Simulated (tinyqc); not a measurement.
# Loss and coupling from a measured resonance

Inverse problem. An all-pass ring of radius Rr has F = FSR/FWHM = pi sqrt(a t)/(1 - a t) and Tmin = (a - t)^2/(1 - a t)^2; it is known to be overcoupled (t < a). a = 10^(-al L/20), L = 2 pi Rr, k2 = 1 - t^2, FSR = lam^2/(ng L). Find ng, al and k2.

Parameters, values chosen for the exercise: cold resonance wavelength lam = 1550 nm; ring radius Rr = 20 um.

FSR = 4.755842671 nm
FWHM = 17.35101851 pm
Tmin (linear) = 0.02006726826

Solution. The finesse gives the product a t, Tmin the difference |a - t|; the spectrum alone cannot tell which is which.

ng = 4.02
al = 3.40 dB/cm
k2 = 0.0130

Program tinyqc, `OMP_NUM_THREADS=1 python tinyqc.py 2650040 2650041 out.jsonl`; Intel Xeon 2.30GHz, shared host, one thread, about 0.01 s.
